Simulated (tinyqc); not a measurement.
Worked calculation: Wannier functions of a composite (isolated) pair of valence bands (bonds of an sp chain). Values are carried at full precision from step to step, so a last printed digit may differ when a step is redone from the rounded ones.

Each atom has a hybrid pointing left (<) and right (>). H(k): diagonal +V3 on A, -V3 on B; <A<|A>> = -V1a, <B<|B>> = -V1b, <A>|B<> = -V2, <B>|A<> = -V2p exp(ik); k in 1/a, Bloch sums with exp(ikR). The two lowest bands are filled. Trial functions in cell 0: g1 = cos(c) A> + sin(c) B<, and g2 = sin(c) B> + cos(c) A< of cell 1, whose Bloch vector has cos(c) exp(-ik) on A<. Projection A_mn = <psi_m|g_n>, S = A^+ A, Loewdin U = A S^(-1/2), Bloch-like states w_n = sum_m psi_m U_mn, H_W(k) = U^+ diag(E) U. P = sum_m |psi_m><psi_m| is free of phase choices, and S = g^+ P g, w = P g S^(-1/2).

Values chosen for the exercise:
- V2 = 4.09 eV (coupling in the bond A-B inside the cell)
- V2p = 4.59 eV (coupling in the bond to the next cell)
- V1a = 0.75 eV (coupling of the two hybrids on A)
- V1b = 1.76 eV (the same on B)
- V3 = 1.39 eV (A at +V3, B at -V3)
- j = 2 (mesh point, k = 2 pi j/N)
- N = 6 (k points)
- c = 45 degrees (trial bonds cos(c) on A, sin(c) on B)
- xb = 0.49 a (position of B (A at 0))

## H at one mesh point

Fill in the matrix.

H(k) (eV):
```
                A<       A>       B<              B>
A<          1.3900  -0.7500        0  2.2950+3.9751i
A>         -0.7500   1.3900  -4.0900               0
B<               0  -4.0900  -1.3900         -1.7600
B>  2.2950-3.9751i        0  -1.7600         -1.3900
```

## Levels and the projector on the filled bands

Diagonalise; P = sum over the two lowest states of |psi><psi|.

levels (eV): -5.7377  -3.6266  4.0808  5.2835

P:
```
                 A<               A>              B<               B>
A<           0.3669   0.0837+0.0721i  0.0248+0.0238i  -0.2441-0.3992i
A>   0.0837-0.0721i           0.3513  0.4631+0.0132i  -0.0307-0.0107i
B<   0.0248-0.0238i   0.4631-0.0132i          0.6483   0.1061+0.0307i
B>  -0.2441+0.3992i  -0.0307+0.0107i  0.1061-0.0307i           0.6335
```

The filled states put 1.436 electrons on A and 2.564 on B at this k.

## Loewdin orthogonalisation

The trial vectors are the columns g1 = (0, cos c, sin c, 0), g2 = (cos c exp(-ik), 0, 0, sin c), k = 2 pi j/N. Form S = g^+ P g, its eigenvalues, S^(-1/2), and w = P g S^(-1/2).

S:
```
                 1                2
1           0.9629  -0.0309-0.0130i
2  -0.0309+0.0130i           0.9679
```

eigenvalues of S: 0.9318  0.9991

S^(-1/2):
```
                1               2
1          1.0196  0.0163+0.0069i
2  0.0163-0.0069i          1.0169
```

w:
```
                 1                2
A<  0.0698+0.0630i  -0.3066-0.5139i
A>  0.5853+0.0096i  -0.0877-0.0298i
B<  0.8022-0.0096i   0.0655+0.0204i
B>  0.0671-0.0196i   0.7928+0.0086i
```

The combinations of the trial bonds that diagonalise S lie 93.2 to 99.9 % inside the filled space; an eigenvalue near zero would mark a poor choice.

## The Hamiltonian in the new basis

H_W = w^+ H w; its eigenvalues must be the two filled levels.

H_W(k) (eV):
```
               1              2
1         -4.445  -1.007+0.211i
2  -1.007-0.211i         -4.919
```

eigenvalues (eV): -5.738  -3.627

## Hoppings between the Wannier functions

H_mn(R) = (1/N) sum_k exp(-ikR) H_W,mn(k), the coupling of function m in cell 0 to function n in cell R.

H(R) (eV):
```
R        11       12       21       22
-2   0.0006  -0.0012  -0.0003   0.0006
-1   0.0320  -0.2554  -0.0110   0.0328
0   -4.4124  -1.1406  -1.1406  -4.8860
1    0.0320  -0.0110  -0.2554   0.0328
2    0.0006  -0.0003  -0.0012   0.0006
3    0.0000   0.0000   0.0000   0.0000
```

The bond levels are -4.412 and -4.886 eV, against -sqrt(V2^2 + V3^2) = -4.320 and -4.796 for isolated bonds. Neighbouring bonds couple by -1.141 eV through B; the bond-orbital estimate is -V1b (1 + ap)/2 = -1.148 with the mean V2 in ap = V3/sqrt(V2^2 + V3^2).

## The functions in real space

w_n(R) = (1/N) sum_k exp(ikR) w_n(k); point-like hybrids at R (A) and R + xb (B) give centres and spreads.

Function 1:
```
R        A<       A>       B<       B>
-2   0.0000   0.0002  -0.0001  -0.0006
-1   0.0005   0.0048  -0.0029  -0.0228
0    0.0319   0.5843   0.8051   0.0557
1   -0.0743  -0.0067   0.0086   0.0005
2   -0.0021  -0.0002   0.0003   0.0000
3   -0.0001   0.0000   0.0000   0.0000
```

centres (a): 1 0.3245, 2 0.6709

spreads (a^2): 1 0.0570, 2 0.0625

Function 1 has 99.0 % of its weight on the two hybrids of its bond. Its centre lies +0.0795 a from the middle of the bond, towards B, the atom with the lower level.

## Checks

- Eigenvalues of H_W against the filled levels: they agree to 1e-10 or better.
- W^+ w against the unit matrix: they agree to 1e-10 or better.

Program tinyqc; command `OMP_NUM_THREADS=1 python tinyqc.py 1452590 1452591 out.jsonl`; about 0.2 s on one thread of a shared Intel(R) Xeon(R) Processor @ 2.30GHz.
